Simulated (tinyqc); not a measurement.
Elastic strain and critical thickness of a cubic alloy layer A(1-x)B(x) on a thick substrate: one step, computed by the program tinyqc. Command: `OMP_NUM_THREADS=1 python tinyqc.py 3017885 3017886 out.jsonl misfit walk`. One thread of a shared host (Intel(R) Xeon(R) Processor @ 2.30GHz), about 0.01 s of CPU time with the checks.

Strain is positive in tension. The layer is coherent with the substrate unless said otherwise.

Task: Alloy by Vegard's rule, and misfit. a = (1 - x) a_A + x a_B, the same rule for each C_ij; misfit f = (a_S - a)/a, the in-plane strain of the coherent layer.

Inputs (values chosen for the exercise, for a model alloy): fraction x of B = 0.82; lattice constant a_A = 5.869 angstrom; lattice constant a_B = 5.451 angstrom; substrate lattice constant a_S = 5.658 angstrom.

C11, C12, C44 of A (GPa): [109.7, 59.87, 40.45]

C11, C12, C44 of B (GPa): [148.7, 68.96, 69.88]

Give: free lattice constant a; elastic constants; misfit f.

Result:

free lattice constant a = 5.52624 angstrom

elastic constants (GPa): C11 141.6800, C12 67.3238, C44 64.5826

misfit f = 0.02384

The layer is stretched in the plane by 2.38 %.
